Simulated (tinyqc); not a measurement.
Short-channel transistor, virtual-source model with series resistance: course of the iteration: current through the series resistance.

The current per gate width is the charge at the top of the source barrier (the virtual source) times its velocity times a saturation function; al and be are fitting constants of the model. Units: I in uA/um, Rs in ohm um, so I Rs = 1e-6 I Rs in volts; Q in uC/cm^2, so I = 1e-4 Q vx0 Fsat with vx0 in cm/s.

Intrinsic voltages Vg' = Vgs - I Rs, Vd' = Vds - 2 I Rs. n = n0 + nd Vd', VT = VT0 - dl Vd', Ff = 1/(1 + exp((Vg' - VT + al Vt/2)/(al Vt))), Q = Cinv n Vt ln(1 + exp((Vg' - VT + al Vt Ff)/(n Vt))), Vdsat = (vx0 L/mu)(1 - Ff) + Vt Ff, Fsat = u/(1 + u^be)^(1/be) with u = Vd'/Vdsat, and I(out) = Q vx0 Fsat per width. (Fsat takes the sign of u.) I(new) = I(out).

Stop when I changes by less than 1e-7 uA/um, or after 30 iterations.

Parameters, values chosen for the exercise:
```
symbol,value,unit,meaning
T,273,K,temperature
Cinv,2.17,uF/cm^2,inversion capacitance
vx0,2.62e7,cm/s,velocity at the virtual source
mu,630,cm^2/(V s),apparent mobility
L,32,nm,channel length
VT0,0.367,V,threshold at zero drain voltage
dl,0.117,V/V,drain-induced barrier lowering
n0,1.43,,subthreshold factor
nd,0,1/V,growth of n with drain voltage
al,3.5,,threshold shift (in units of Vt) from weak to strong inversion
be,2,,sharpness of saturation
Rs,250,ohm um,series resistance of each contact
Vgs,0.9,V,gate voltage
Vds,0.1,V,drain voltage
```

Constants: q = 1.602176634e-19 C, kB = 1.380649e-23 J/K, Vt = kB T/q. Results are converted to the units shown.

I at the start = 0 uA/um

Course of the iteration:
```
iteration  I (uA/um)  |change| (uA/um)
1            1861.39              1860
2           -158.215              2020
3            2709.05              2870
4          -0.345211              2710
5            1863.81              1860
6           -156.442              2020
7            2701.77              2860
8          -0.367926              2700
9            1863.97              1860
...              ...               ...
22          -156.317              2020
23           2701.26              2860
24         -0.369580              2700
25           1863.98              1860
26          -156.317              2020
27           2701.26              2860
28         -0.369581              2700
29           1863.98              1860
30          -156.317              2020
```

Did this iteration meet its convergence test, and what does its course show?

No. Not converged within 30 iterations. The value swings from side to side without settling. At the solution, 182.5 uA/um, the slope dI(out)/dI is -10.5: its size exceeds one, so plain substitution moves away from the root. A rerun with Newton steps converges in 5 iterations.

Numbers from tinyqc (`OMP_NUM_THREADS=1 python tinyqc.py 2380051 2380052 out.jsonl`; about 0.01 s on one thread of a shared Intel Xeon 2.30GHz).
